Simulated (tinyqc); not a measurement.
When the band splits: coherent potential approximation for a binary alloy with a semi-elliptic band.

Site levels eA = -x d (share 1 - x) and eB = (1 - x) d (share x), so that their mean, the virtual crystal, is 0. Pure band: G0(z) = 2 (z - sqrt(z - W) sqrt(z + W))/W^2 with principal roots, density -Im G/pi per site. The medium has a self-energy S(z), G = G0(z - S), z = E + i eta. t_i = (e_i - S)/(1 - (e_i - S) G); the CPA demands <t> = (1 - x) tA + x tB = 0. Iteration: start at S = 0, set S(new) = S + <t>/(1 + <t> G), stop when |<t>| < 1e-9 eV.

Values chosen for the exercise:

| symbol | value | unit | meaning |
|---|---|---|---|
| W | 2.8 | eV | half width of the pure band |
| x | 0.45 |  | fraction of B |
| eta | 0.056 | eV | broadening |

x as given, d varied, eta as given. The density is taken at E = (eA + eB)/2 and at E = eA + eB = (1 - 2x) d, where S has its pole for well split bands; a gap shows as a density of the size of the broadening tail.

Between the two levels:

| d/W | d (eV) | density at the midpoint (1/eV) | density at (1 - 2x) d (1/eV) | Im S at the midpoint (eV) |
|---|---|---|---|---|
| 0.2 | 0.56 | 0.2185 | 0.2185 | -0.055 |
| 0.4 | 1.12 | 0.2049 | 0.2047 | -0.235 |
| 0.6 | 1.68 | 0.1806 | 0.1798 | -0.589 |
| 0.8 | 2.24 | 0.1430 | 0.1390 | -1.249 |
| 1.0 | 2.80 | 0.0938 | 0.0710 | -2.199 |
| 1.2 | 3.36 | 0.0355 | 0.0204 | -2.216 |
| 1.5 | 4.20 | 0.0077 | 0.0074 | -2.935 |
| 2.0 | 5.60 | 0.0031 | 0.0031 | -4.009 |

The midpoint density falls from 0.218 to 0.0031 1/eV; it first drops below a tenth of the pure peak (0.023) at d/W = 1.5. At (1 - 2x) d the density drops below that mark at d/W = 1.2, so the bands have parted by then (this mark lags the true splitting), and is least, 0.0031, at d/W = 2. For x = 1/2 the two coincide and the band splits at d = W exactly; here x = 0.45. The size of Im Sigma at the midpoint is largest at d/W = 2. It is a lifetime only where the density there is finite; for well separated bands, d/W above 1/(2 sqrt(x (1 - x))), S has a pole in the gap at (1 - 2x) d.

tinyqc: `OMP_NUM_THREADS=1 python tinyqc.py 1481349 1481350 out.jsonl`; about 0.01 s, one thread, shared Intel(R) Xeon(R) Processor @ 2.30GHz.
